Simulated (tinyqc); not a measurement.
# Long-channel MOSFET, surface-potential model: two studies

n-channel transistor on a uniformly doped p-type body, gradual-channel approximation, constant mobility, Boltzmann statistics, full ionisation. Potentials are counted from the neutral body; V is the electron quasi-Fermi potential, Vsb at the source and Vsb + Vds at the drain. Charges are magnitudes per area.

Values chosen for this exercise; material values close to those of silicon:
- T = 300 K (temperature)
- Eg = 1.14 eV (band gap)
- eps_r = 11.6 (relative permittivity of the semiconductor)
- Nc = 2.78e19 cm^-3 (conduction-band density of states at T)
- Nv = 2.67e19 cm^-3 (valence-band density of states at T)
- Na = 3e17 cm^-3 (acceptor density of the body)
- eox = 25.1 (relative permittivity of the gate insulator)
- tox = 39 nm (insulator thickness)
- Vfb = -0.6 V (flat-band voltage)
- mu = 440 cm^2/(V s) (channel mobility)
- W = 20 um (gate width)
- L = 1 um (gate length)
- Vsb = 1 V (source-body reverse bias)
- Vgs = 1.07 V (gate-source voltage)
- Vds = 0.8 V (drain-source voltage)

Constants: q = 1.602176634e-19 C, kB = 1.380649e-23 J/K, Vt = kB T/q, eps0 = 8.8541878128e-14 F/cm where lengths are in cm. Results are converted to the units shown.

Each table varies one quantity; the others keep the values above.

## Effect of the source-body reverse bias

ni = sqrt(Nc Nv) exp(-Eg/(2 Vt)), Eg in volts; phiF = Vt ln(Na/ni); Cox = eps0 eox/tox; gamma = sqrt(2 q eps0 eps_r Na)/Cox. The surface potential psi at channel potential V solves Vgs + Vsb - Vfb - psi = gamma sqrt(G), G = psi - Vt + Vt exp((psi - 2 phiF - V)/Vt). Charge sheet: Qi = Cox gamma [sqrt(G) - sqrt(psi - Vt)]; I = mu (W/L) [integral of Qi dpsi from psi_0 to psi_L (drift) + Vt (Qi0 - QiL) (diffusion)], with psi_0 at V = Vsb and psi_L at V = Vsb + Vds. VT = Vfb + 2 phiF + gamma sqrt(2 phiF + Vsb), m = 1 + gamma/(2 sqrt(2 phiF + Vsb)). The swing is 20 mV/log10[I(VT - 0.14 V)/I(VT - 0.16 V)] of the charge-sheet current at the given Vds.

The same in every row: gamma (V^0.5) = 0.5514.

Result of one run:

| Vsb (V) | VT (V) | m | swing (mV/decade) | I at Vgs, Vds (uA) |
|---|---|---|---|---|
| 1 | 1.068 | 1.200 | 72.49 | 0.7643 |

What becomes of these results when the source-body reverse bias Vsb is changed from 1 to 1.5 V, all else the same?

Result of the changed run:

| Vsb (V) | VT (V) | m | swing (mV/decade) | I at Vgs, Vds (uA) |
|---|---|---|---|---|
| 1.5 | 1.162 | 1.178 | 70.90 | 0.03414 |

The whole series:

| Vsb (V) | VT (V) | m | swing (mV/decade) | I at Vgs, Vds (uA) |
|---|---|---|---|---|
| 0 | 0.8320 | 1.290 | 79.69 | 58.32 |
| 0.5 | 0.9609 | 1.232 | 74.97 | 10.82 |
| 1 | 1.068 | 1.200 | 72.49 | 0.7643 |
| 1.5 | 1.162 | 1.178 | 70.90 | 0.03414 |
| 2 | 1.247 | 1.162 | 69.78 | 0.001796 |
| 2.5 | 1.325 | 1.149 | 68.93 | 1.148e-4 |
| 3 | 1.397 | 1.139 | 68.26 | 8.632e-6 |

As Vsb goes from 0 to 3 V, VT rises from 0.832 to 1.40 V, the swing falls from 79.7 to 68.3 mV a decade and the current falls from 58.3 to 8.63e-6 uA. The swing is 3.8 % above m Vt ln 10 in the first row and 0.64 % above it in the last. The gate voltage is below VT in 4 of the 7 rows.

## Output curve

Pao-Sah: Qi(V) = (Cox gamma/2) integral from 3 Vt to psi of exp((u - 2 phiF - V)/Vt)/sqrt(G(u, V)) du, and I = mu (W/L) integral of Qi dV from Vsb to Vsb + Vds. Square law: VT = Vfb + 2 phiF + gamma sqrt(2 phiF + Vsb), m = 1 + gamma/(2 sqrt(2 phiF + Vsb)), I = mu Cox (W/L) [(Vgs - VT) v - m v^2/2] with v the smaller of Vds and (Vgs - VT)/m, and zero below VT.

In this table Vgs = 1.37 V.

Results:

| Vds (V) | psi_L (V) | QiL (nC/cm^2) | I, charge sheet (uA) | I, Pao-Sah (uA) | I, square law (uA) |
|---|---|---|---|---|---|
| 0.04 | 2.037 | 85.93 | 33.89 | 34.45 | 55.70 |
| 0.09 | 2.077 | 58.90 | 65.37 | 66.44 | 111.8 |
| 0.18 | 2.136 | 18.57 | 94.79 | 96.30 | 174.9 |
| 0.22 | 2.153 | 7.496 | 99.18 | 100.7 | 187.2 |
| 0.27 | 2.161 | 1.530 | 100.9 | 102.5 | 190.2 |
| 0.31 | 2.163 | 0.3487 | 101.2 | 102.8 | 190.2 |
| 0.36 | 2.164 | 0.05128 | 101.2 | 102.8 | 190.2 |
| 0.4 | 2.164 | 0.01094 | 101.3 | 102.8 | 190.2 |

Estimate the missing row, Vds = 0.13 V.

Computed row:

| Vds (V) | psi_L (V) | QiL (nC/cm^2) | I, charge sheet (uA) | I, Pao-Sah (uA) | I, square law (uA) |
|---|---|---|---|---|---|
| 0.13 | 2.106 | 39.15 | 82.41 | 83.74 | 145.8 |

With this row back in the table: The Pao-Sah current rises from 34.5 to 103 uA, while the charge at the drain end falls from 85.9 to 0.0109 nC/cm^2. The current first comes within 1 % of its last value at Vds = 0.27 V among the rows listed; the square law saturates at (Vgs - VT)/m = 0.251 V. Over the last two rows psi_L moves by less than 1 mV: the drain has lost hold of the surface potential, so the current no longer grows. In the last row the charge sheet is 1.5 % below Pao-Sah and the square law 85 % above it. In every row the surface electron density at the source passes 0.3 Nc, where degeneracy and quantisation, left out here, matter.

Program tinyqc, `OMP_NUM_THREADS=1 python tinyqc.py 2360163 2360164 out.jsonl`; Intel Xeon 2.30GHz, shared host, one thread, about 0.06 s.
